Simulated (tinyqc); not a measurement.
Rectangular fin or nanosheet with a gate all round, subbands and threshold shift from confinement: two steps of the calculation.

Undoped body with a flat potential across it, hard walls, transport along x. One isotropic valley (g = 1, mx = my = mz = me). Non-parabolicity enters the subband edges through E (1 + al E) = gamma, so E = 2 gamma/(1 + sqrt(1 + 4 al gamma)); motion within a subband is taken as parabolic with the band-edge mass. Energies are counted from the bulk band edge.

Parameters, values chosen for the exercise; masses close to those of GaN:
```
symbol  value  unit                                                meaning
T         300     K                                            temperature
me      0.196    m0                                  mass at the band edge
al       0.18  1/eV                                       non-parabolicity
t         5.3    nm                                        width (along y)
dl          0    nm  widening of the box by penetration into the insulator
H         7.9    nm                                       height (along z)
```

Constants: q = 1.602176634e-19 C, kB = 1.380649e-23 J/K, hbar = 1.054571817e-34 J s, m0 = 9.1093837015e-31 kg, Vt = kB T/q, hbar^2/(2 m0) = 0.0380998212 eV nm^2. Results are converted to the units shown.

Question 1. Lowest subbands. gamma = C pi^2 [a^2/(my (t + dl)^2) + b^2/(mz (H + dl)^2)], C = hbar^2/(2 m0). List the 5 lowest, labelled by quantum numbers, with degeneracy g and N_k: N_k = g sqrt(2 mx m0 kB T/(pi hbar^2)).

Give: E_k; g; N_k.

Answer 1.

```
subband  E_k (eV)  g  N_k (cm^-1)
1,1       0.09733  1      2.057e6
1,2        0.1851  1      2.057e6
2,1        0.2889  1      2.057e6
1,3        0.3259  1      2.057e6
2,2        0.3713  1      2.057e6
```

Question 2. Threshold shift. Each subband has N_k = g sqrt(2 mx m0 kB T/(pi hbar^2)); without degeneracy n = exp(EF/Vt) sum N_k exp(-E_k/Vt). Classical value Nc times t H, Nc = sum over valleys of 2 g (m m0 kB T/(2 pi hbar^2))^1.5 with m = (mx my mz)^(1/3). Threshold shift dVT = Vt ln(classical value/sum N_k exp(-E_k/Vt)). Use the subbands listed.

```
subband     E_k (eV)  N_k (cm^-1)
1,1      0.097334373  2.0574946e6
1,2       0.18509470  2.0574946e6
2,1       0.28891228  2.0574946e6
1,3       0.32585220  2.0574946e6
2,2       0.37133819  2.0574946e6
```

Give: shares; sum N_k exp(-E_k/Vt); Nc; classical value; dVT.

Answer 2.

shares, subband 1,1 to 2,2 (%): 96.681  3.244  0.058  0.014  0.002
sum N_k exp(-E_k/Vt) = 49300 cm^-1
Nc = 2.1775e18 cm^-3
classical value = 9.1171e5 cm^-1
dVT = 75.421 mV

Computed by the program tinyqc: `OMP_NUM_THREADS=1 python tinyqc.py 2350109 2350110 out.jsonl`, one thread of a shared Intel Xeon 2.30GHz, about 0.1 s for the whole run.
